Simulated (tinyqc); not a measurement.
# Diffused layer (Gaussian), carriers, mobility and sheet resistance: what changes with what

An n-type layer from the surface x = 0 to the junction xj, N(x) = N0 exp(-(x/Ld)^2). Local neutrality (no depletion at surface or junction, no spilling of carriers), intrinsic carriers neglected, full ionisation of active dopants.

Inputs (values chosen for the exercise); values close to those of phosphorus in germanium over a p-type background: temperature T = 250 K; background doping of the opposite type Nb = 2.6e16 cm^-3; peak chemical concentration N0 = 4.5e19 cm^-3; mobility limit at high doping m1 = 148 cm^2/(V s); mobility limit at low doping, at 300 K m2 = 3800 cm^2/(V s); reference doping of the mobility law Nr = 2.59e17 cm^-3; exponent of the mobility law am = 0.572; temperature exponent of m2 bt = 2.4; solubility limit of active dopant Ns = 4.95e19 cm^-3; diffusion length 2 sqrt(D t) Ld = 91 nm.

Constants: q = 1.602176634e-19 C. Results are converted to the units shown.

Each table varies one quantity; the others keep the values above.

## Effect of the peak chemical concentration

xj = Ld sqrt(ln(N0/Nb)). Active dopant A = min(N, Ns); n = A - Nb; mobility mu = m1 + (m2 (T/300 K)^(-bt) - m1)/(1 + ((A + Nb)/Nr)^am). Dose = integral of N, carrier sheet density = integral of n, 1/Rs = q integral of n mu, mean mobility 1/(q Rs sheet density), Hall mobility (unit Hall factor) = integral of n mu^2 over integral of n mu, Hall sheet density = (integral of n mu)^2/integral of n mu^2; all from 0 to xj. Integrals on 4000 steps.

Result of one run:
```
N0 (cm^-3),xj (nm),dose (cm^-2),carriers (cm^-2),Rs (ohm/square),mean mobility (cm^2/(V s)),Rs xj (ohm nm),Hall/true sheet density
3.8e19,245.7,3.064e14,3.058e14,34.87,585.4,8566,0.8515
```

What becomes of these results when the peak chemical concentration N0 is changed from 3.8e19 to 2e20 cm^-3, all else the same?

Result of the changed run:
```
N0 (cm^-3),xj (nm),dose (cm^-2),carriers (cm^-2),Rs (ohm/square),mean mobility (cm^2/(V s)),Rs xj (ohm nm),Hall/true sheet density
2e20,272.2,1.613e15,6.843e14,19.69,463.3,5359,0.8859
```

The whole series:
```
N0 (cm^-3),xj (nm),dose (cm^-2),carriers (cm^-2),Rs (ohm/square),mean mobility (cm^2/(V s)),Rs xj (ohm nm),Hall/true sheet density
2.6e17,138.1,2.030e12,1.671e12,1178,3170,1.627e5,0.9929
6e17,161.2,4.780e12,4.360e12,550.0,2602,8.868e4,0.9812
1.4e18,181.7,1.124e13,1.076e13,286.2,2026,5.200e4,0.9609
3.1e18,199.0,2.495e13,2.443e13,165.7,1541,3.298e4,0.9345
7.2e18,215.8,5.802e13,5.746e13,96.85,1122,2.090e4,0.9025
1.7e19,231.7,1.371e14,1.365e14,57.16,800.2,1.324e4,0.8718
3.8e19,245.7,3.064e14,3.058e14,34.87,585.4,8566,0.8515
8.7e19,259.2,7.016e14,5.398e14,23.81,485.6,6173,0.8629
2e20,272.2,1.613e15,6.843e14,19.69,463.3,5359,0.8859
```

As N0 goes from 2.6e17 to 2e20, xj rises from 138 to 272 nm, Rs falls from 1180 to 19.7 ohm/square, the mean mobility falls from 3170 to 463 cm^2/(V s) and the share of the dose that conducts goes from 82.3 through a maximum of 99.8 (at N0 = 3.8e19 among the rows listed) to 42.4 %. Rs goes as dose^(-0.89) at the low end and dose^(-0.23) at the high end; constant mobility and activation would give -1. Above N0 = Ns = 4.95e19 cm^-3 added dopant only widens the clipped top. For N0 = 2.6e17, 6e17 depletion at the junction, left out, would remove a tenth of the carriers or more.

## Effect of the diffusion length

Same model as above.

xj = Ld sqrt(ln(N0/Nb)). Integrals on 4000 steps.

The same in every row: mean mobility (cm^2/(V s)) = 549.2; Rs xj (ohm nm) = 7796; Hall/true sheet density = 0.8489.

Results:
```
Ld (nm),xj (nm),dose (cm^-2),carriers (cm^-2),Rs (ohm/square)
23,62.80,9.171e13,9.155e13,124.1
34,92.84,1.356e14,1.353e14,83.97
50,136.5,1.994e14,1.990e14,57.10
75,204.8,2.991e14,2.985e14,38.07
110,300.4,4.386e14,4.379e14,25.96
240,655.4,9.570e14,9.553e14,11.90
360,983.0,1.436e15,1.433e15,7.931
```

Estimate the missing row, Ld = 160 nm.

Computed row:
```
Ld (nm),xj (nm),dose (cm^-2),carriers (cm^-2),Rs (ohm/square)
160,436.9,6.380e14,6.369e14,17.84
```

With this row back in the table: As Ld goes from 23 to 360, xj rises from 62.8 to 983 nm, Rs falls from 124 to 7.93 ohm/square, the mean mobility stays at 549 cm^2/(V s) and the share of the dose that conducts stays at 99.8 %. The peak N0 is held, so the dose changes too. Rs goes as Ld^(-1.00) over the table: the profile only stretches, so Rs xj stays fixed.

Program tinyqc, `OMP_NUM_THREADS=1 python tinyqc.py 2110152 2110153 out.jsonl`; Intel Xeon 2.30GHz, shared host, one thread, about 0.01 s.
